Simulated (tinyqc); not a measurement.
Worked calculation: metal-induced gap states at the contact of a metal chain and a two-band chain. Values are carried at full precision from step to step, so a last printed digit may differ when a step is redone from the rounded ones.

The semiconductor alternates sites A at -Eg/2 and C at +Eg/2 with hopping -t; the gap runs from -Eg/2 to Eg/2. In the gap cosh(q a) = 1 + (Eg^2/4 - E^2)/(2 t^2) and the amplitude changes by -exp(-q a) a period. The metal has site energy 0 and hopping -tm; its end site has g_m = (E - i sqrt(4 tm^2 - E^2))/(2 tm^2). Sites 1, 2, ... count into the semiconductor, with energies e1, e2 alternating. The clean half chain has g1 = 1/(E - e1 - t^2 g2), g2 = 1/(E - e2 - t^2 g1), decaying root. With the contact G11 = 1/(1/g1 - tc^2 g_m), and the density on site j is -Im G_jj/pi = |psi_j/psi_1|^2 (-Im G11/pi), per spin, with psi_2/psi_1 = -t g2, psi_3/psi_2 = -t g1.

Constants: e^2/(4 pi eps0) = 14.39964547 eV angstrom.

Parameters, chosen for this exercise (gap and optical dielectric constant near those of GaN; the chain itself is a model; the results hold for these values, not for the real material):
- Eg = 3.38 eV (gap)
- t = 2.58 eV (hopping in the semiconductor)
- a = 3.19 angstrom (period (two sites); one chain for each area a^2)
- E = 1.08 eV (energy from mid-gap)
- tm = 2.98 eV (hopping in the metal)
- tc = 2.3 eV (hopping across the contact)
- end = A (site that touches the metal)
- eps = 5.6 (dielectric constant)

## Decay in the gap

Form cosh(q a), l = exp(-q a), q and the decay length 1/(2q) of the density.

cosh(q a) = 1.12692
l = 0.60735
q = 0.15632 1/angstrom
xi, the decay length of the density = 3.199 angstrom

## Green functions

The decaying root is g1 = (1 - l)/(E - e1), g2 = (1 - l)/(E - e2), l = exp(-q a). Form them, g_m and G11.

g1, g2 (1/eV): 0.14175  -0.64369

g_m = 0.06081-0.33002i 1/eV
G11 = 0.13917-0.03608i 1/eV

## Density site by site

D1 = -Im G11/pi, D2 = (t g2)^2 D1, and each further period multiplies by l^2. The sum over all sites is (D1 + D2)/(1 - l^2). The Green functions stand in the order g1, g2.

density on sites 1 to 8 (1/eV): 0.01149  0.03168  0.00424  0.01169  0.00156  0.00431  0.00058  0.00159

Ds, the density per spin summed over the semiconductor = 0.06839 1/eV

The first period holds 63 % of the gap states at this energy.

## Pinning factor

Gap states per area N = 2 Ds/a^2 (two spins). Charge in them sits a distance xi from the metal, so S = 1/(1 + 4 pi e^2 N xi/eps), e^2 meaning e^2/(4 pi eps0); S is the change of the barrier per change of the metal work function.

N = 1.344e+14 1/(eV cm^2)
4 pi e^2 N xi/eps = 1.3893
S = 0.4185

Partial pinning, between the Bardeen (0) and Schottky (1) limits.

## Checks

- g1 from the closed form against decimation: both 0.141751.

Computed by tinyqc, a small Python program: `OMP_NUM_THREADS=1 python tinyqc.py 1452629 1452630 out.jsonl` (the numbers bound the seed that draws the inputs); one thread of a shared host (Intel(R) Xeon(R) Processor @ 2.30GHz), about 0.01 s for the whole set of steps.
